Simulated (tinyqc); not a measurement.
Permittivity and interlayer from two capacitances.

Inverse problem. A two-layer stack has Cox = eps0/(t1/e1 + t2/e2) and EOT = 3.9 eps0/Cox. Find e2, the EOT of layer 1 and, with e1 given, t1.

Inputs (values chosen for the exercise): relative permittivity of layer 1 e1 = 4.04.

Constants: eps0 = 8.8541878128e-14 F/cm where lengths are in cm. Results are converted to the units shown.

Cox at t2 = 1.6 and 8.1 nm (uF/cm^2): 2.9725540  0.88087769

Answer. EOT is linear in t2 with slope 3.9/e2, and its intercept is the EOT of layer 1.

e2 = 9.190
EOT of layer 1 = 0.4827 nm
t1 = 0.5000 nm

Program tinyqc, `OMP_NUM_THREADS=1 python tinyqc.py 2010162 2010163 out.jsonl`; Intel Xeon 2.30GHz, shared host, one thread, about 0.01 s.
